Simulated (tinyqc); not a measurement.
What each parameter does: hydrogenic donor in a hard-walled well (variational).

Trial function cos(pi z/L) exp(-r/lam), r measured from the donor at zi, walls at +/- L/2, one eps everywhere. Counted from the lowest subband, E(lam) = c/(m lam^2) - (q/eps) I0/I1, with I0 the integral of cos^2(pi z/L) exp(-2|z - zi|/lam) over the well and I1 the same with the factor (|z - zi| + lam/2); c = hbar^2/2m0, q = e^2/(4 pi eps0). The binding energy is -E at the minimum.

Constants: hbar^2/2m0 = 3.80998211 eV angstrom^2; e^2/(4 pi eps0) = 14.39964547 eV angstrom; Ry = 13.60569312 eV.

Parameters, chosen for this exercise (near those of InP; the results hold for these values, not for the real material): m = 0.077 m0 (mass); eps = 12.3 (dielectric constant); L = 350 angstrom (well width); zi = 0 angstrom (position of the donor from the centre).

The minimum over lam; Ry* = Ry m/eps^2.

Results for these values:
```
case  binding (meV)  lam (angstrom)  binding/Ry*
base           9.42            88.8        1.361
```

What happens to each result for m = 0.092 m0, all else kept?

Answer: binding rises from 9.42 to 10.63; lam falls from 88.8 to 75.0; binding/Ry* falls from 1.361 to 1.285.

The same for each parameter in turn:
```
case              binding (meV)  lam (angstrom)  binding/Ry*
base                       9.42            88.8        1.361
m = 0.092 m0              10.63            75.0        1.285
eps = 13.5                 8.08            96.7        1.405
L = 455 angstrom           8.68            89.8        1.253
zi = 70 angstrom           8.26            89.9        1.193
```

tinyqc: `OMP_NUM_THREADS=1 python tinyqc.py 1280324 1280325 out.jsonl`; about 0.02 s, one thread, shared Intel(R) Xeon(R) Processor @ 2.30GHz.
